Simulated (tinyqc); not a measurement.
Hubbard chain of 6 sites, step by step. Computed by tinyqc, a small Python program that keeps every step. Settings: hopping = 0.62, U = 9.4, mixing = 1, iteration cap = 77. Command: `OMP_NUM_THREADS=1 python tinyqc.py 22252 22253 out.jsonl` (the two numbers bound the seeds that draw the settings). One thread of a shared host (Intel(R) Xeon(R) Processor @ 2.60GHz), about 0.3 s of CPU time with the checks.

one-body matrix (hopping and site energies) (eV):
```
         1        2        3        4        5        6
1  -0.1900  -0.6200   0.0000   0.0000   0.0000   0.0000
2  -0.6200   0.1400  -0.6200   0.0000   0.0000   0.0000
3   0.0000  -0.6200   0.4700  -0.6200   0.0000   0.0000
4   0.0000   0.0000  -0.6200   0.1600  -0.6200   0.0000
5   0.0000   0.0000   0.0000  -0.6200   0.3100  -0.6200
6   0.0000   0.0000   0.0000   0.0000  -0.6200   0.1100
```

U = 9.4000 eV

electrons, up and down: 4  3

n(up) at the start (a guess, not normalised): 1 0.9670, 2 0.3670, 3 0.9670, 4 0.3670, 5 0.9670, 6 0.3670

n(down) at the start (a guess): 1 0.2000, 2 0.8000, 3 0.2000, 4 0.8000, 5 0.2000, 6 0.8000

Each step fills the lowest levels of T + U n(other spin) and sets n(new) = n + mixing (n(out) - n); stop when output and input agree to 1e-8.

Course of the cycle:
```
iteration     E (eV)  largest |n(out) - n(in)|  mean |n_up - n_down|
1          10.137218                  3.51e-01                0.7973
2          10.236439                  6.00e-01                0.8032
3          10.203347                  8.69e-01                0.8063
4          13.180854                  9.81e-01                0.6955
5          13.247638                  9.94e-01                0.6798
6          13.825976                  9.95e-01                0.6765
7          14.489630                  9.95e-01                0.6339
8          13.933384                  9.95e-01                0.6727
9          14.494008                  9.95e-01                0.6336
10         13.955775                  9.95e-01                0.6720
11         14.494598                  9.95e-01                0.6336
...              ...                       ...                   ...
67         14.494763                  9.95e-01                0.6335
68         13.961986                  9.95e-01                0.6717
69         14.494763                  9.95e-01                0.6335
70         13.961986                  9.95e-01                0.6717
71         14.494763                  9.95e-01                0.6335
72         13.961986                  9.95e-01                0.6717
73         14.494763                  9.95e-01                0.6335
74         13.961986                  9.95e-01                0.6717
75         14.494763                  9.95e-01                0.6335
76         13.961986                  9.95e-01                0.6717
77         14.494763                  9.95e-01                0.6335
```

Can the last value be used, and what does the course show?

Not by the stop rule. Not converged within 77 iterations: the residual has stopped falling: the iteration swings between two states. The lowest mean-field energy found from random starts is 9.40003 eV. Reruns (cap 100 unless said): mixing 0.2: not converged; mixing 0.5: converged in 62 to a higher stationary point (E = 9.63952); mixing 0.9: not converged; the original settings with a cap of 400: not converged.
